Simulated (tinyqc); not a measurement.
# On-chip interconnect, size-dependent resistivity and RC delay: effects of single changes

A rectangular line between two neighbours and two ground planes. Surface and grain-boundary scattering are added to the bulk resistivity as corrections; capacitances are parallel-plate values without fringing; inductance is ignored.

Parameters, values chosen for the exercise; metal values close to those of copper: bulk resistivity rho0 = 1.68 uohm cm; bulk mean free path lam = 39.8 nm; specular share of surface scattering ps = 0; reflection coefficient of grain boundaries Rg = 0.54; grain size over the metal width gr = 0.7; drawn line width wd = 24 nm; aspect ratio, height over width AR = 2.4; liner on both walls and the bottom, not conducting tl = 1.2 nm; space to the neighbouring lines sp = 29 nm; dielectric height to the planes above and below hd = 36 nm; relative permittivity of the dielectric ek = 3; Miller factor of the neighbours Mf = 2; line length Lw = 23 um; driver resistance Rd = 3300 ohm; load capacitance Cl = 0.18 fF; bulk resistivity of the second metal (close to rhodium) rho2 = 4.79 uohm cm; mean free path of the second metal lam2 = 6.8 nm; liner of the second metal tl2 = 0.4 nm.

Constants: eps0 = 8.8541878128e-12 F/m. Results are converted to the units shown.

Each table varies one quantity; the others keep the values above.

## Delay against the aspect ratio

Metal width x = wd - 2 tl, height y = AR wd - tl; grain boundaries (Mayadas-Shatzkes): al = (lam/(gr x)) Rg/(1 - Rg), g = 1/[1 - 3 al/2 + 3 al^2 - 3 al^3 ln(1 + 1/al)] - 1; surfaces (Fuchs-Sondheimer, thick limit): s = (3/8) lam (1 - ps)(1/x + 1/y); rho = rho0 (1 + g + s); r = rho/(x y); c = eps0 ek (2 wd/hd + 2 Mf AR wd/sp). Elmore delay tE = Rd (c Lw + Cl) + r Lw (c Lw/2 + Cl); t50 is the time at which the far end of a ladder of 30 pi sections (half capacitances at both ends, Cl at the far end, a step applied through Rd) reaches half the step; line share r Lw/(Rd + r Lw); estimate 0.69 Rd (c Lw + Cl) + 0.38 r c Lw^2 + 0.69 r Lw Cl.

Delay against the aspect ratio:

| AR | rho (uohm cm) | r (ohm/um) | c (fF/um) | tE (ps) | t50 (ps) | estimate (ps) | line share of the resistance (%) |
|---|---|---|---|---|---|---|---|
| 0.8 | 11.25 | 289.4 | 0.1058 | 17.91 | 13.26 | 12.93 | 66.85 |
| 1.2 | 10.77 | 180.6 | 0.1409 | 18.77 | 13.72 | 13.42 | 55.73 |
| 1.6 | 10.53 | 131.1 | 0.1761 | 20.61 | 14.93 | 14.65 | 47.74 |
| 2 | 10.39 | 102.8 | 0.2113 | 22.80 | 16.41 | 16.14 | 41.75 |
| 2.4 | 10.30 | 84.57 | 0.2465 | 25.16 | 18.03 | 17.75 | 37.09 |
| 2.8 | 10.24 | 71.82 | 0.2816 | 27.62 | 19.71 | 19.43 | 33.36 |
| 3.2 | 10.19 | 62.40 | 0.3168 | 30.13 | 21.43 | 21.15 | 30.31 |
| 3.6 | 10.15 | 55.17 | 0.3520 | 32.67 | 23.19 | 22.90 | 27.77 |
| 4 | 10.12 | 49.44 | 0.3871 | 35.24 | 24.96 | 24.67 | 25.63 |

As AR goes from 0.8 to 4, r falls from 289 to 49.4 ohm/um, c rises from 0.106 to 0.387 fF/um and t50 rises from 13.3 to 25.0 ps. t50/tE lies between 0.708 and 0.740, and the estimate is within 2.5 % of t50.

## Two metals against line width

Metal width x = wd - 2 tl, height y = AR wd - tl; grain boundaries (Mayadas-Shatzkes): al = (lam/(gr x)) Rg/(1 - Rg), g = 1/[1 - 3 al/2 + 3 al^2 - 3 al^3 ln(1 + 1/al)] - 1; surfaces (Fuchs-Sondheimer, thick limit): s = (3/8) lam (1 - ps)(1/x + 1/y); rho = rho0 (1 + g + s); r = rho/(x y). The second metal has rho2, lam2 and tl2 in place of rho0, lam and tl; ps, Rg, gr and AR are shared.

Two metals against line width:

| wd (nm) | rho, first (uohm cm) | rho, second (uohm cm) | r, first (ohm/um) | r, second (ohm/um) | ratio second/first |
|---|---|---|---|---|---|
| 5 | 71.26 | 26.36 | 2.538e4 | 5411 | 0.2132 |
| 6.5 | 46.11 | 20.77 | 7810 | 2397 | 0.3069 |
| 8 | 34.36 | 17.49 | 3408 | 1292 | 0.3792 |
| 10 | 25.86 | 14.78 | 1492 | 680.7 | 0.4562 |
| 13 | 19.09 | 12.37 | 600.3 | 329.1 | 0.5482 |
| 17 | 14.37 | 10.53 | 248.6 | 160.9 | 0.6473 |
| 22 | 11.17 | 9.203 | 110.4 | 82.84 | 0.7501 |
| 30 | 8.452 | 8.017 | 43.25 | 38.35 | 0.8866 |
| 45 | 6.098 | 6.942 | 13.40 | 14.60 | 1.089 |
| 70 | 4.487 | 6.177 | 3.980 | 5.326 | 1.338 |
| 120 | 3.312 | 5.603 | 0.9821 | 1.634 | 1.664 |

What does the comparison show?

The resistivity of the first metal falls from 71.3 to 3.31 uohm cm and that of the second goes from 26.4 to 5.60 uohm cm as the line widens. The products rho0 lam, which set the size effect, are 66.9 and 32.6 uohm cm nm. The two resistances cross at wd = 37.9 nm: below it the second metal gives the lower line resistance. For widths well under the mean free path the thick-limit surface term is only a guide.

Range of the model: The metal width is under the mean free path, where the thick-limit surface term and the simple sum of corrections lose accuracy.

Computed by the program tinyqc: `OMP_NUM_THREADS=1 python tinyqc.py 2100173 2100174 out.jsonl`, one thread of a shared Intel Xeon 2.30GHz, about 0.01 s for the whole run.
